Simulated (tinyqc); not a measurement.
Plain band against climbing image: nudged elastic band on a two-dimensional model surface. Computed by tinyqc, a small Python program. Command: `OMP_NUM_THREADS=1 python tinyqc.py 3021368 3021369 out.jsonl neb walk`. One thread of a shared host (Intel(R) Xeon(R) Processor @ 2.30GHz), about 0.1 s of CPU time with the checks.

V(x, y) = -A (cos kx + cos ky) - B cos kx cos ky + (C sin ky + S sin kx)(1 - cos kx), k = 2 pi/a; the atom hops from the minimum at (0, 0) to that at (a, 0).

Inputs (values chosen for the exercise, for a model surface):
```
quantity              value           unit
amplitude A            0.16             eV
amplitude B            0.04             eV
skew C                0.055             eV
asymmetry S          -0.025             eV
period a                3.2       angstrom
spring constant k_s    0.26  eV/angstrom^2
step factor eta         0.5  angstrom^2/eV
```

Surface: adatom on a square lattice. Climbing image: on.

Method:
- Newton steps x(new) = x - H^-1 grad V (moves limited to 0.3 angstrom) from (0, 0), (a, 0) and (a/2, 0) give the two minima and the saddle.
- Tangent at image i: towards the higher neighbour if the energies rise or fall through i; at a maximum or minimum, tau = t+ dmax + t- dmin if V(i+1) > V(i-1), else t+ dmin + t- dmax, with t+ = R(i+1) - R(i), t- = R(i) - R(i-1) and dmax, dmin the larger and smaller of |V(i+1) - V(i)| and |V(i-1) - V(i)|; then normalise. Force F = -grad V + (grad V.tau) tau + k_s (|t+| - |t-|) tau.
- With a climbing image, the highest image feels instead F = -grad V + 2 (grad V.tau) tau and no spring.
- Update R(new) = R + eta F; the end points stay fixed.
- Images are counted without the end points, and convergence is judged on the largest force on an image. Each run starts on the straight line with the same k_s and eta, for at most 1500 iterations; errors are against the Newton saddle; a dash marks a run that did not reach 1e-4 eV/angstrom.

positions (angstrom):
```
              x         y
start   0.00000   0.00000
end     3.20000   0.00000
saddle  1.75039  -0.36870
```

energies (eV): start -0.360000, end -0.360000, saddle 0.004829

barrier from the start = 0.364829 eV

Error of the highest image (meV) and iterations:
```
images  plain, error  plain, iterations  climbing, error  climbing, iterations
2            -58.626                 21                0                    27
3             -7.528                 23                0                    27
4            -12.050                 23                0                    42
5             -7.489                 31                0                    44
6             -2.739                 37                0                    54
8             -0.426                 51                0                    53
10             0.000                 67                0                    74
```

What does the comparison show, and why?

The plain band underestimates the barrier by 0.00 to 58.63 meV, depending on how near an image falls to the saddle (worst for 2 images, best for 10). The climbing image is within about 0.001 meV in every converged run, so few images suffice for the barrier.

Extremes, crossings and ranges named in words are read from the listed rows.
